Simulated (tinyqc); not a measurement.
Inside a calculation. Method: extended Hueckel theory, for H4. One step of it, computed by the program tinyqc.

Question. Mulliken analysis. P = C n C^T; charge = valence electrons (H 1) minus the sum of (P S)_ii on the atom; overlap population = 2 sum P_ij S_ij between two atoms.

coefficients:
```
            MO1        MO2        MO3        MO4
1H 1s  0.301032   0.545975   0.749179  -0.643440
2H 1s  0.422366   0.331928  -0.533960   1.058369
3H 1s  0.422366  -0.331928  -0.533960  -1.058369
4H 1s  0.301032  -0.545975   0.749179   0.643440
```

occupations: 2.000000  2.000000  0.000000  0.000000

overlap S, lower triangle:
```
          1H 1s     2H 1s     3H 1s     4H 1s
1H 1s  1.000000
2H 1s  0.499107  1.000000
3H 1s  0.100147  0.431539  1.000000
4H 1s  0.017854  0.100147  0.499107  1.000000
```

Give: charges; Overlap populations.

Answer.

charges: 1H -0.0670, 2H 0.0670, 3H 0.0670, 4H -0.0670

Overlap populations:

| pair | value |
|---|---|
| 2-1 | 0.615639 |
| 3-1 | -0.021663 |
| 3-2 | 0.117753 |
| 4-1 | -0.014817 |
| 4-2 | -0.021663 |
| 4-3 | 0.615639 |
